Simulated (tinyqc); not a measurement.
Comparisons within one model: six-band Luttinger-Kohn model with strain. A value that a table varies takes the place of the one given here.

Six-band Luttinger-Kohn model in the basis |3/2,3/2>, |3/2,1/2>, |3/2,-1/2>, |3/2,-3/2>, |1/2,1/2>, |1/2,-1/2>, electron energies, zero at the top of the unstrained valence band. H = -[rows: (P+Q, -S, R, 0, -S/r2, r2 R); (-S*, P-Q, 0, R, -r2 Q, r32 S); (R*, 0, P-Q, S, r32 S*, r2 Q); (0, R*, S*, P+Q, -r2 R*, -S*/r2); (-S*/r2, -r2 Q, r32 S, -r2 R, P+Dso, 0); (r2 R*, r32 S*, r2 Q, -S/r2, 0, P+Dso)], r2 = sqrt(2), r32 = sqrt(3/2). Levels are twofold.

P = c g1 k^2 - av tr(e); Q = c g2 (kx^2 + ky^2 - 2 kz^2) - (b/2)(exx + eyy - 2 ezz); R = c sqrt3 [-g2 (kx^2 - ky^2) + 2i g3 kx ky] + (sqrt3/2) b (exx - eyy) - i d exy; S = 2 c sqrt3 g3 (kx - i ky) kz - d (exz - i eyz); c = hbar^2/2m0, e the strain tensor (not engineering shear).

s11 = (C11 + C12)/((C11 - C12)(C11 + 2 C12)), s12 = -C12/((C11 - C12)(C11 + 2 C12)), s44 = 1/C44; exx = s11 sxx + s12 (syy + szz) and cyclic, exy = s44 sxy/2; tension is positive. A uniaxial stress X along the unit vector n is s_ij = X n_i n_j.

Constants: hbar^2/2m0 = 3.80998211 eV angstrom^2.

Values chosen for the exercise (near those of GaSb; not measured data): Dso = 0.78 eV (spin-orbit splitting); g1 = 13.23 (Luttinger gamma1); g2 = 4.73 (gamma2); g3 = 6.04 (gamma3); av = 0.82 eV (valence hydrostatic potential); b = -1.92 eV (tetragonal shear potential); d = -4.88 eV (trigonal shear potential); C11 = 83.5 GPa; C12 = 42.6 GPa; C44 = 41.4 GPa; load = uniaxial [001] (kind of stress); X1 = 1.5 GPa (size of the stress); E_h = 5 meV (hole energy below the top); X = -2.26 GPa (stress).

## Sweep of a uniaxial [001] stress

Edges at k = 0 and curvature masses of the top pair along [110] and [001] (step 0.0002 1/angstrom); at zero stress the top is fourfold and has no single curvature.

Edges and masses:
```
X (GPa),top (eV),second (eV),third (eV),splitting (meV),m [110],m [001]
-3.00,0.1675,-0.1554,-0.8358,322.9,0.166,0.036
-2.00,0.1039,-0.1036,-0.8094,207.5,0.150,0.038
-1.00,0.0474,-0.0518,-0.7902,99.2,0.134,0.040
0.00,0.0000,0.0000,-0.7800,0.0,-,-
1.00,0.0518,-0.0361,-0.7811,87.9,0.056,0.265
2.00,0.1036,-0.0594,-0.7951,163.0,0.056,0.265
3.00,0.1554,-0.0693,-0.8224,224.7,0.056,0.265
```

What does this show, and why?

The splitting reaches 322.9 meV under compression and 224.7 meV under the same tension; linear shear terms alone would make the two equal, and the difference comes from the coupling to the split-off band. At the ends of the sweep the top pair has a mass along [110] of 0.166 under compression and 0.056 under tension, so tension gives the lighter holes along [110]; along [001] it has 0.036 and 0.265. The top edge itself moves by +167 and +155 meV. The ends of the sweep mean strains up to 5.5 %, beyond the range of linear deformation potentials.

## Which stress helps holes along [110]

Each load has size X1 (biaxial: sxx = syy); masses are curvatures of the top pair at k = 0.

Results:
```
load,splitting (meV),top edge (meV),m [110],m [001]
"uniaxial [110], compression",119.8,56.4,0.037,0.154
"uniaxial [110], tension",105.2,64.2,0.453,0.050
"uniaxial [100], compression",152.3,74.6,0.061,0.142
"uniaxial [100], tension",127.1,77.7,0.092,0.056
"uniaxial [111], compression",108.3,50.0,0.048,0.076
"uniaxial [111], tension",95.0,58.3,0.139,0.076
"biaxial (001), compression",127.1,55.8,0.056,0.265
"biaxial (001), tension",152.3,96.5,0.142,0.039
```

What does this show, and why?

The lightest mass along [110] (0.037) comes with uniaxial [110], compression. The largest splitting (152.3 meV) comes with uniaxial [100], compression; biaxial (001), tension. The heaviest mass along [001] (0.265), which lowers the confinement energy in a (001) channel, comes with biaxial (001), compression. The splitting per GPa follows b (s11 - s12) for loads along cube axes and d s44 for [111]: here 2 |b| (s11 - s12) = 93.9 and |d| s44/sqrt3 = 68.1 meV per GPa in the limit of large Dso; where the splitting nears Dso, mixing with the split-off band makes it depend on the sign of the load.

## Warping of the constant-energy contours (six-band Luttinger-Kohn model)

No strain (e = 0). In the plane kz = 0, |k| where the top and second pairs lie E_h below the top, against the angle from [100]; m = c k^2/E_h.

Contours:
```
angle (degrees),k top (1/angstrom),k second (1/angstrom),m top (m0),m second (m0)
0,0.0187,0.0076,0.265,0.044
9,0.0192,0.0076,0.281,0.044
18,0.0208,0.0075,0.331,0.043
27,0.0234,0.0074,0.417,0.042
36,0.0262,0.0073,0.524,0.041
45,0.0276,0.0073,0.579,0.041
```

What can be read from the table?

The heavy contour reaches 1.477 times as far along [110] as along [100], the light one 0.958 times. The warping follows g3 - g2 = 1.31 and would vanish for g2 = g3. Along [100] the heavy mass is 1/(g1 - 2 g2) = 0.265 at any energy, while the light one is 0.0442, against 1/(g1 + 2 g2) = 0.0441 at the edge, for E_h/Dso = 0.01.

## What each parameter does

Edges at k = 0 under a uniaxial [001] stress X and the curvature mass of the top pair along [110] (step 0.0002 1/angstrom). Each row changes one parameter from the base and keeps the others.

Results:
```
case,top (eV),second (eV),third (eV),mass (m0)
base,0.1198,-0.1171,-0.8157,0.154
X = -2.712 GPa,0.1486,-0.1405,-0.8276,0.161
g2 = 5.676,0.1198,-0.1171,-0.8157,0.195
d = -5.856 eV,0.1198,-0.1171,-0.8157,0.154
C11 = 66.8 GPa,0.2300,-0.1915,-0.8551,0.177
g1 = 10.584,0.1198,-0.1171,-0.8157,0.261
Dso = 0.624 eV,0.1247,-0.1171,-0.6646,0.163
C12 = 51.12 GPa,0.1618,-0.1440,-0.8277,0.163
```

How do the results move?

The largest shifts from the base row, up to three for each result and ties (the steps differ in size, so this ranks the rows, not the parameters). top (eV): C11 +0.1102, C12 +0.0419, X +0.0287; unchanged at the printed digits by g2, d and g1. second (eV): C11 -0.0744, C12 -0.0269, X -0.0234; unchanged at the printed digits by g2, d, g1 and Dso. third (eV): Dso +0.1511, C11 -0.0394, C12 -0.0120; unchanged at the printed digits by g2, d and g1. mass (m0): g1 +0.107, g2 +0.041, C11 +0.023; unchanged at the printed digits by d. The Luttinger parameters multiply k^2 and cannot move the edges; av shifts all edges alike and leaves the mass.

Program tinyqc; command `OMP_NUM_THREADS=1 python tinyqc.py 1051043 1051044 out.jsonl`; about 0.07 s on one thread of a shared Intel(R) Xeon(R) Processor @ 2.30GHz.
